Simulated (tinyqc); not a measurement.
# Changing the defect mass M'

Model: vibrations of a mass or spring defect in a linear chain. Computed by tinyqc, a small Python program. Command: `OMP_NUM_THREADS=1 python tinyqc.py 3014607 3014608 out.jsonl localmode sweep`. One thread of a shared host (Intel(R) Xeon(R) Processor @ 2.30GHz), about 0.04 s of CPU time with the checks.

A ring of N atoms with nearest-neighbour springs k and motion along the chain. Atom 1 is the defect, of mass M', and its two springs are k'. Odd sites are A (the defect replaces an A atom), even sites B.

Inputs (values chosen for the exercise, for a model chain):

| quantity | value | unit |
|---|---|---|
| spring constant k | 3.22 | eV/angstrom^2 |
| mass M_A | 40.6 | u |
| mass M_B | 9.37 | u |
| spring ratio k'/k at the defect | 1 | - |

Host: diatomic.

Constants: nu for 1 eV/(angstrom^2 u) = 15.6333042 THz.

Method:
- Host bands: lambda from 0 to 2k/M(heavy) and from 2k/M(light) to 2k (1/M_A + 1/M_B).
- nu = 15.6333042 THz x sqrt(lambda), lambda in eV/(angstrom^2 u).
- D_ii = (sum of the two springs at i)/M_i, D_ij = -k_ij/sqrt(M_i M_j) for neighbours, closed into a ring.
- The same matrix for 120 atoms; amplitudes are the mass-weighted eigenvector, in size, relative to the defect, for the highest mode; its weight is the squared component of the normalised eigenvector on the defect.

One run for each value:

| defect mass M' (u) | ratio to the top of the host band | weight of the highest mode on the defect | highest frequency, long ring (THz) |
|---|---|---|---|
| 1.6 | 2.2802 | 9.0832e-01 | 32.787 |
| 2.6 | 1.8416 | 8.4660e-01 | 26.479 |
| 4.1 | 1.5338 | 7.5282e-01 | 22.053 |
| 6.4 | 1.3156 | 6.1847e-01 | 18.916 |
| 10.0 | 1.1670 | 4.5274e-01 | 16.780 |
| 16.0 | 1.0708 | 2.8389e-01 | 15.397 |
| 26.0 | 1.0174 | 1.4241e-01 | 14.629 |
| 40.0 | 1.0000 | 6.5632e-03 | 14.379 |
| 64.0 | 1.0000 | 1.2502e-05 | 14.378 |
| 100.0 | 0.9999 | 3.1649e-06 | 14.378 |

What does the table show, and why?

Over the rows, ratio to the top of the host band falls from 2.28 to 1.000; weight of the highest mode on the defect falls from 0.908 to 3.16e-6 (exponent d ln y / d ln x -0.14 between the first rows and -3.1 between the last); highest frequency, long ring (THz) falls from 32.8 to 14.4. At the high end the exponent of highest frequency, long ring is 0.00, close to 0: the defect atom hardly takes part in the top mode. A mode above the band (ratio over 1.0005) appears for M' up to 26.0 u among these rows, 0.64 of the mass replaced.

Extremes, crossings and ranges named in words are read from the listed rows.
